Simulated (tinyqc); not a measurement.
Rectangular fin or nanosheet with a gate all round, subbands and threshold shift from confinement: two steps of the calculation.

Undoped body with a flat potential across it, hard walls, transport along x. Three valley pairs (g = 2 each) with the longitudinal mass along x, y or z. Non-parabolicity enters the subband edges through E (1 + al E) = gamma, so E = 2 gamma/(1 + sqrt(1 + 4 al gamma)); motion within a subband is taken as parabolic with the band-edge mass. Energies are counted from the bulk band edge.

Values chosen for this exercise; masses close to those of silicon: temperature T = 77 K; longitudinal mass ml = 0.906 m0; transverse mass mt = 0.191 m0; non-parabolicity al = 0 1/eV; width (along y) t = 8.2 nm; widening of the box by penetration into the insulator dl = 0 nm; height (along z) H = 8.2 nm.

Constants: q = 1.602176634e-19 C, kB = 1.380649e-23 J/K, hbar = 1.054571817e-34 J s, m0 = 9.1093837015e-31 kg, Vt = kB T/q, hbar^2/(2 m0) = 0.0380998212 eV nm^2. Results are converted to the units shown.

Task 1. Lowest subbands. gamma = C pi^2 [a^2/(my (t + dl)^2) + b^2/(mz (H + dl)^2)], C = hbar^2/(2 m0). List the 5 lowest, labelled by valley axis and quantum numbers, with degeneracy g and N_k: N_k = g sqrt(2 mx m0 kB T/(pi hbar^2)).

Find: E_k; g; N_k.

Result 1.

```
subband  E_k (eV)  g  N_k (cm^-1)
y1,1      0.03545  2      2.058e6
z1,1      0.03545  2      2.058e6
y2,1      0.05397  2      2.058e6
z1,2      0.05397  2      2.058e6
x1,1      0.05856  2      4.482e6
```

Task 2. Threshold shift. Each subband has N_k = g sqrt(2 mx m0 kB T/(pi hbar^2)); without degeneracy n = exp(EF/Vt) sum N_k exp(-E_k/Vt). Classical value Nc times t H, Nc = sum over valleys of 2 g (m m0 kB T/(2 pi hbar^2))^1.5 with m = (mx my mz)^(1/3). Threshold shift dVT = Vt ln(classical value/sum N_k exp(-E_k/Vt)). Use the subbands listed.

```
subband     E_k (eV)  N_k (cm^-1)
y1,1     0.035451943  2.0579844e6
z1,1     0.035451943  2.0579844e6
y2,1     0.053969685  2.0579844e6
z1,2     0.053969685  2.0579844e6
x1,1     0.058558724  4.4821821e6
```

Find: shares; sum N_k exp(-E_k/Vt); Nc; classical value; dVT.

Result 2.

shares, subband y1,1 to x1,1 (%): 45.669  45.669  2.803  2.803  3.057
sum N_k exp(-E_k/Vt) = 21549 cm^-1
Nc = 3.5594e18 cm^-3
classical value = 2.3933e6 cm^-1
dVT = 31.253 mV

Numbers from tinyqc (`OMP_NUM_THREADS=1 python tinyqc.py 2350032 2350033 out.jsonl`; about 0.2 s on one thread of a shared Intel Xeon 2.30GHz).
